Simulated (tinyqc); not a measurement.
# Thickness at a fixed rate of defect growth

Model: time-dependent dielectric breakdown: cell percolation, Weibull statistics, area scaling and voltage extrapolation. Computed by tinyqc, a small Python program. Command: `OMP_NUM_THREADS=1 python tinyqc.py 3014695 3014696 out.jsonl tddb sweep`. One thread of a shared host (Intel(R) Xeon(R) Processor @ 2.30GHz), about 0.01 s of CPU time with the checks.

The oxide is divided into columns of area a^2, each holding m = t_ox/a cells (m is taken as continuous). A share lambda(t) = (t/t_1)^alpha of the cells is defective, and a column whose cells are all defective breaks down.

Inputs (values chosen for the exercise, for a model gate oxide):
```
quantity                                                   value  unit
defect cell size a                                             1    nm
exponent alpha of defect growth                             0.85     -
time t_1 at which the occupied share would reach 1       5.7e+06     s
test area A                                                 7000  um^2
product area A_u                                           1e+06  um^2
stress voltage V                                            5.37     V
use voltage V_u                                              2.7     V
local exponent n = -d ln t/d ln V at the stress voltage       40     -
activation energy E_a                                       0.75    eV
stress temperature T                                         175     C
use temperature T_u                                           55     C
allowed failure fraction F                                 1e-05     -
```

Voltage law used: 1/E.

Constants: k_B = 8.617333262e-05 eV/K.

Method:
- Failure fraction F = 1 - (1 - lambda^m)^N with N = A/a^2 columns, which for small lambda^m is 1 - exp(-(t/t63)^beta) with beta = alpha m and t63 = t_1 N^(-1/beta); critical share lambda(t63) = N^(-1/m). 1 um^2 = 1e6 nm^2.
- All three voltage laws share the slope n at the stress voltage. Factor t(V_u)/t(V): E law exp(n (1 - V_u/V)); 1/E law exp(n (V/V_u - 1)); power law (V/V_u)^n.
- Temperatures in kelvin are T(C) + 273.15.
- Temperature factor exp[(E_a/k_B)(1/T_u - 1/T)]; area factor (A/A_u)^(1/beta); percentile factor (-ln(1 - F))^(1/beta); life = t63 x all four; 1 year = 3.15576e7 s.

One run for each value; columns: (1) oxide thickness t_ox (nm); (2) Weibull slope beta; (3) characteristic life t63 (s); (4) area factor; (5) percentile factor; (6) critical share of defective cells:
```
(1)    (2)         (3)      (4)         (5)         (6)
1.2  1.020  1.2700e-03  0.00772  1.2533e-05  6.2482e-09
2.6  2.210  2.0002e+02  0.10591  5.4646e-03  1.6346e-04
3.4  2.890  2.2349e+03  0.17962  1.8616e-02  1.2717e-03
4.1  3.485  8.5287e+03  0.24080  3.6752e-02  3.9697e-03
4.8  4.080  2.2022e+04  0.29637  5.9499e-02  8.8907e-03
5.5  4.675  4.4665e+04  0.34599  8.5208e-02  1.6217e-02
6.3  5.355  8.2678e+04  0.39590  1.1649e-01  2.7371e-02
7.0  5.950  1.2625e+05  0.43434  1.4443e-01  3.9225e-02
```

Give the missing row, oxide thickness t_ox (nm) = 1.9.

Computed row; columns: (1) oxide thickness t_ox (nm); (2) Weibull slope beta; (3) characteristic life t63 (s); (4) area factor; (5) percentile factor; (6) critical share of defective cells:
```
(1)    (2)         (3)      (4)         (5)         (6)
1.9  1.615  4.5692e+00  0.04631  8.0173e-04  6.5822e-06
```

Interpolating between the two neighbouring rows (the first column on a logarithmic scale, the others too where they are positive) misses most in characteristic life t63 (s), by 66 %. Over the rows, Weibull slope beta rises from 1.02 to 5.95 (exponent d ln y / d ln x about 1.0 throughout); characteristic life t63 (s) rises from 0.00127 to 126000 (exponent d ln y / d ln x 18 between the first rows and 4.0 between the last); area factor rises from 0.00772 to 0.434 (exponent d ln y / d ln x 3.9 between the first rows and 0.88 between the last). The exponent of Weibull slope beta stays at 1: beta = alpha t_ox/a. A thinner oxide loses twice: it breaks at a lower defect share, and its small slope makes the area and percentile factors more punishing.

Caution (all rows): t_1 is an input here; in a real oxide it changes with thickness at fixed voltage.
